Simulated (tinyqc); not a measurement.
Mobility and doping from two currents.

Question. A trap-free film with injecting contacts is fitted, with diffusion neglected, by J = q mu N V/Lf + (9/8) eps0 eps_r mu V^2/Lf^3. Find mu, N and the voltage at which both terms are equal.

Values chosen for this exercise:
- eps_r = 9.38 (relative permittivity)
- Lf = 340 nm (film thickness)

Constants: q = 1.602176634e-19 C, eps0 = 8.8541878128e-14 F/cm where lengths are in cm. Results are converted to the units shown.

J at 3.8 and 17 V (A/cm^2): [2.4495024, 26.428225]

Answer. J/V is a straight line in V: the slope gives mu and the intercept mu N.

mu = 0.002900 cm^2/(V s)
N = 2.800e16 cm^-3
crossover voltage = 5.550 V

Program tinyqc, `OMP_NUM_THREADS=1 python tinyqc.py 2730071 2730072 out.jsonl`; Intel Xeon 2.30GHz, shared host, one thread, about 1 s.
